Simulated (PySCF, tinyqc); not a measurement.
A ladder of methods, and size consistency: correlation methods against full CI in the sto-6g basis, for H4, spin multiplicity 1. Computed by the program tinyqc with PySCF. Command: `OMP_NUM_THREADS=1 python tinyqc.py 115911 115912 out.jsonl`; one thread of a shared host (Intel(R) Xeon(R) Processor @ 2.60GHz), about 0.7 s.

Geometry (angstrom):

| atom | x | y | z |
|---|---|---|---|
| H | 0.0000 | 0.0000 | 0.0000 |
| H | 0.0000 | 0.0000 | 0.9790 |
| H | 0.0000 | 1.0310 | 0.0000 |
| H | 0.0000 | 1.0310 | 0.9790 |

RHF energy of one = -1.824182 hartree

All electrons correlated; +Q is the Davidson correction (1 - c0^2) E_corr. The last columns treat two copies 100 angstrom apart as one system. FCI is the lowest singlet.

Correlation energies (hartree):

| method | E_corr of one | share of FCI (%) | E_corr of two at 100 angstrom | two minus twice one (mhartree) |
|---|---|---|---|---|
| MP2 | -0.05549 | 46.227 | -0.11099 | 0.000 |
| CISD | -0.11595 | 96.584 | -0.19098 | 40.913 |
| CISD+Q | -0.14945 | 124.491 | -0.24309 | 55.807 |
| CCSD | -0.12131 | 101.053 | -0.24263 | 0.000 |
| CCSD(T) | -0.12131 | 101.053 | -0.24263 | 0.000 |
| FCI | -0.12005 | 100.000 | - | - |

MP2 recovers 46 %, CISD 96.6 % and CCSD 101.1 % of the FCI value (c0^2 = 0.711 in CISD). MP2 and coupled cluster are size consistent, so their last column vanishes; CISD loses 40.91 mhartree, since a double excitation on each copy is a quadruple of the pair, and the Davidson correction leaves +55.81. The restricted reference is unstable here: a spin-polarised solution lies 0.0862 hartree lower (PySCF), so results built on it describe a poor reference.
